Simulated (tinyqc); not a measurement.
# Bandgap voltage reference from two bipolar transistors: output against temperature

Two transistors of area 1 and N carry the same current I. Is(T) = Is (T/T0)^eta exp[(Vg0 q/kB)(1/T0 - 1/T)], VBE1 = Vt ln(I/Is(T)) + I rb, VBE2 = Vt ln(I/(N Is(T))) + I rb/N. The amplifier forces I R1(T) = VBE1 - VBE2 + Vos, with R(T) = R (1 + tc (T - T0)) for both resistors, and the output is Vref = VBE1 + I R2(T). Base currents and the Early effect are neglected.

Vt = kB T/q; I = (Vt ln N + Vos)/(R1(T) - rb (1 - 1/N)).

Values chosen for this exercise; values of the order met in silicon bipolar transistors:

| symbol | value | unit | meaning |
|---|---|---|---|
| T0 | 300 | K | reference temperature |
| Vg0 | 1.16 | V | band-gap voltage extrapolated to 0 K |
| eta | 4 |  | temperature exponent of the saturation current |
| Is | 9.9e-18 | A | saturation current of the unit transistor at T0 |
| N | 8 |  | area ratio of the second transistor |
| R1 | 17 | kohm | resistor across which the difference of VBE falls, at T0 |
| tc | 1900 | ppm/K | temperature coefficient of both resistors |
| Vos | 0 | mV | offset of the amplifier |
| rb | 0 | ohm | series resistance of the unit transistor |
| R2 | 184.8 | kohm | output resistor at T0 |

Constants: q = 1.602176634e-19 C, kB = 1.380649e-23 J/K. Results are converted to the units shown.

Results:
```
T (K),I (uA),VBE1 (V),I R2 (V),Vref (V),Vref - Vref(T0) (mV),dVref/dT (uV/K)
218,2.722,0.8359,0.4246,1.261,-8.670,160.3
233,2.814,0.8089,0.4539,1.263,-6.428,138.8
253,2.928,0.7724,0.4928,1.265,-3.923,112.1
273,3.033,0.7355,0.5318,1.267,-1.932,87.26
298,3.153,0.6886,0.5805,1.269,-0.1149,58.53
323,3.262,0.6410,0.6292,1.270,1.013,32.00
348,3.362,0.5928,0.6779,1.271,1.501,7.345
373,3.453,0.5440,0.7266,1.271,1.393,-15.68
423,3.614,0.4448,0.8240,1.269,-0.4599,-57.61
```

Estimate the missing row, T = 398 K.

Computed row:
```
T (K),I (uA),VBE1 (V),I R2 (V),Vref (V),Vref - Vref(T0) (mV),dVref/dT (uV/K)
398,3.537,0.4946,0.7753,1.270,0.7287,-37.27
```

With this row back in the table: VBE1 falls by 1.91 mV/K on average and I R2 rises by 1.95 mV/K. The slope of Vref vanishes at T = 356 K. Between 233 and 398 K Vref spans 7.96 mV, or 38.0 ppm/K by the box method (span over the average over T, over 165 K).

tinyqc, about 0.02 s, one thread, Intel Xeon 2.30GHz (shared host): `OMP_NUM_THREADS=1 python tinyqc.py 2062180 2062181 out.jsonl`
